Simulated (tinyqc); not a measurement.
Vertical double-diffused power MOSFET, components of the on-resistance: two steps of the calculation.

Stripe cells of pitch Wp + a, two channels a cell. Current flows through the channels, spreads in the accumulation layer, passes the gap between the p bodies and spreads at 45 degrees into the drift layer below them. Low drain voltage, full ionisation.

Values chosen for this exercise; bulk values close to those of silicon: temperature T = 350 K; relative permittivity eps_r = 11.7; critical-field constant Kc = 4020 V/cm per (cm^-3)^(1/8); rated breakdown voltage of the drift layer BV = 900 V; drift mobility at 300 K mud = 1180 cm^2/(V s); temperature exponent of the drift mobility bt = 2.3; gate oxide thickness (eps_r 3.9) tox = 38 nm; gate overdrive Vov = 5 V; channel mobility mch = 170 cm^2/(V s); accumulation-layer mobility mac = 580 cm^2/(V s); channel length Lc = 1.4 um; width of the p body in one cell, channels included Wp = 3.8 um; gap between neighbouring p bodies a = 3.7 um; depth of the p body xp = 0.7 um; doping of the gap over the drift doping Nj = 2; built-in voltage of the body junction Vbi = 0.626 V; substrate and contact resistance Rs = 0.068 mohm cm^2.

Constants: q = 1.602176634e-19 C, eps0 = 8.8541878128e-14 F/cm where lengths are in cm. Results are converted to the units shown.

Question 1. Drift layer. Triangular field at breakdown with Ec = Kc N^(1/8): BV = eps0 eps_r Ec^2/(2 q N), so N = (eps0 eps_r Kc^2/(2 q BV))^(4/3); W = 2 BV/Ec; mu = mud (T/300 K)^(-bt); rho = 1/(q mu N); ideal resistance rho W.

Find: N; Ec; W; mu; rho; ideal resistance.

Answer 1.

N = 2.2477e14 cm^-3
Ec = 0.25015 MV/cm
W = 71.958 um
mu = 827.76 cm^2/(V s)
rho = 33.546 ohm cm
ideal resistance = 241.39 mohm cm^2

Question 2. Components of the on-resistance. Pitch p = Wp + a, Cox = 3.9 eps0/tox; zero-bias depletion in the gap w0 = sqrt(2 eps0 eps_r Vbi/(q N Nj)), open gap g = a - 2 w0; R_ch = Lc p/(2 mch Cox Vov); R_acc = 0.6 a p/(4 mac Cox Vov), 0.6 being an empirical factor for current leaving the layer along its length; R_gap = (rho/Nj) xp p/g; spreading depth t = min(W, (p - g)/2); R_drift = (rho p/2) ln((g + 2 t)/g) + rho (W - t); R_on = the sum with Rs.

N = 2.2477003e14 cm^-3
W = 71.958011 um
mu = 827.75991 cm^2/(V s)
rho = 33.546469 ohm cm

Wanted: w0; g; components; R_on; shares.

Answer 2.

w0 = 1.3419 um
g = 1.0161 um
components (mohm cm^2): channel 0.67969, accumulation 0.15795, gap 8.6661, drift 255.66, substrate 0.068000
R_on = 265.24 mohm cm^2
shares (%): channel 0.256, accumulation 0.060, gap 3.267, drift 96.391, substrate 0.026

The drift term is the largest. R_on is 1.10 times the ideal drift resistance, and spreading raises the drift term to 1.06 times it.

Computed by the program tinyqc: `OMP_NUM_THREADS=1 python tinyqc.py 2230049 2230050 out.jsonl`, one thread of a shared Intel Xeon 2.30GHz, about 0.01 s for the whole run.
